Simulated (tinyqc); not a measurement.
# Surface Green function of a zigzag honeycomb ribbon two chains wide, Sancho-Rubio decimation: effect of the broadening

A semi-infinite lead of cells 0, 1, 2, ... with H0 inside a cell and H1 = <cell i|H|cell i + 1>. Cell of four sites joined 1-2-3-4 by -t; site 2 joins site 1 of the next cell and site 3 joins site 4 of the next cell. z = E + i eta.

Start with e_s = e = H0, a = H1, b = H1^dagger. Each round: g = (z - e)^(-1); e_s <- e_s + a g b; e <- e + a g b + b g a; a <- a g a; b <- b g b (all with the old a, b). Round k joins cells 2^k apart. Stop when the largest entry of the matrices a and b is below 1e-12 eV; g_s = (z - e_s)^(-1), bulk (z - e)^(-1), density of states -Im Tr/pi. The last column counts the steps of the plain recursion g <- (z - H0 - H1 g H1^dagger)^(-1), one cell a step from g = (z - H0)^(-1), until no entry changes by more than 1e-8 1/eV.

Values chosen for this exercise:
- E = -4.9 eV (energy)

H0 (eV):
```
      1     2     3     4
1     0  -2.3     0     0
2  -2.3     0  -2.3     0
3     0  -2.3     0  -2.3
4     0     0  -2.3     0
```

H1 (eV):
```
      1  2  3     4
1     0  0  0     0
2  -2.3  0  0     0
3     0  0  0  -2.3
4     0  0  0     0
```

Effect of the broadening:
```
eta (eV)  rounds  surface density of states (1/eV)  plain steps
0.7            6                           0.25521           19
0.2            8                           0.31551           65
0.09           9                           0.33466          145
0.05          10                           0.34226          262
0.02          11                           0.34817          655
0.009         13                           0.35039         1457
```

The rounds go from 6 to 13 and the plain steps from 19 to 1457. Inside a band the plain recursion needs a number of steps that grows as 1/eta, the decimation only as log2(1/eta). The density of states tends to 0.3522 1/eV as eta goes to zero; the first row is 28 % below that and the last 0.52 % below it.

Computed by the program tinyqc: `OMP_NUM_THREADS=1 python tinyqc.py 2680033 2680034 out.jsonl`, one thread of a shared Intel Xeon 2.30GHz, about 0.05 s for the whole run.
